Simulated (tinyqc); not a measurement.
Inside a calculation: shallow acceptor in the spherical four-band model. Values are carried at full precision from step to step, so a last printed digit may differ when a step is redone from the rounded ones.

Units Ry* = Ry/(g1 eps^2) and a* = a0 eps g1; mu = (6 g3 + 4 g2)/(5 g1) is the spherical heavy-light coupling and delta = (g3 - g2)/g1 the cubic term, which is left out.

Constants: Ry = 13.60569312 eV; a0 (Bohr radius) = 0.5291772105 angstrom.

Inputs chosen for the exercise (near those of a shallow acceptor in Ge; not measured data): g1 = 13.41 (Luttinger gamma1); g2 = 4.22 (gamma2); g3 = 5.73 (gamma3); eps = 16.2 (dielectric constant); al = (0.429, 2.57, 15.4) 1/a*^2 (exponents a_i, the same for f and g); Dso = 0.286 eV (spin-orbit splitting).

## Units and couplings

Give Ry*, a*, mu, delta and the spherical masses 1/(g1 (1 -/+ mu)).

Ry* = 3.866 meV
a* = 114.96 angstrom
mu = 0.7645
delta = 0.1126

heavy and light mass (m0): 0.3167  0.0423

A hydrogen model with the heavy mass would bind by Ry*/(1 - mu) = 16.4 meV and with the light mass by 2.2 meV. delta/mu = 0.15: the cubic term is a modest correction.

## Matrices in a small basis

The ground state 1S3/2 has an L = 0 part f(r) and an L = 2 part g(r). In units of Ry* and a*, with Gaussians f_i = exp(-a_i r^2), g_i = r^2 exp(-a_i r^2), A = a_i + a_j and I(n) = Gamma((n + 1)/2)/(2 A^((n + 1)/2)): S_ff = I(2), S_gg = I(6), H_ff = (6 a_i a_j/A) I(2) - 2 I(1), H_gg = (14 a_i a_j/A) I(6) - 2 I(5), H_fg = -mu [15 I(2) - 20 a_j I(4) + 4 a_j^2 I(6)]; each function is then normalised. The split-off band is left out.

Form S and H.

S, lower triangle:
```
        f1      f2      f3      g1      g2      g3
f1  1.0000
f2  0.5860  1.0000
f3  0.1851  0.5859  1.0000
g1       0       0       0  1.0000
g2       0       0       0  0.2873  1.0000
g3       0       0       0  0.0195  0.2872  1.0000
```

H (Ry*), lower triangle:
```
         f1       f2        f3      g1       g2        g3
f1  -0.8034
f2  -0.9975   2.5936
f3  -1.1983   2.1373   33.6755
g1  -1.2702  -2.1864   -0.8901  1.8881
g2  -0.3650  -7.6095  -13.0972  0.8799  15.2612
g3  -0.0248  -2.1857  -45.5980  0.0206   7.3910  101.1203
```

## Ground state in the small basis

Solve H u = E S u for the lowest level of the acceptor; the first half of the basis is L = 0 and the second L = 2. Give E, E without the f-g block, and the L = 2 weight u_g S_gg u_g with u S u = 1.

E = -2.119 Ry*
E without coupling = -0.883 Ry*
L = 2 weight = 0.249

Without the coupling the exact value is -1, which this basis, tuned to the compact coupled state, misses by 0.117. The coupling to L = 2 takes the level to 2.12 times that exact value.

## Converged result

Converged values use 22 exponents 2.2^i, i = -7 to 14, for f and for g.
Ground and next level of the same symmetry, L = 2 weight and mean radius.

1S3/2 and 2S3/2 (Ry*): -2.252  -0.669

binding energies (meV): 8.7  2.6

L = 2 weight = 0.270
<r> = 84.3 angstrom

The small basis reaches 94 % of the binding. The ratio 1S/2S is 3.37 (4 for hydrogen). The binding is 0.03 of Dso, so leaving out the split-off band is safe.

## Checks

- Level at mu = 0 against -1 Ry*: both -1.0000.
- Ground level from a second, denser basis, Ry*: both -2.252.

Program tinyqc; command `OMP_NUM_THREADS=1 python tinyqc.py 1280606 1280607 out.jsonl`; about 0.04 s on one thread of a shared Intel(R) Xeon(R) Processor @ 2.30GHz.
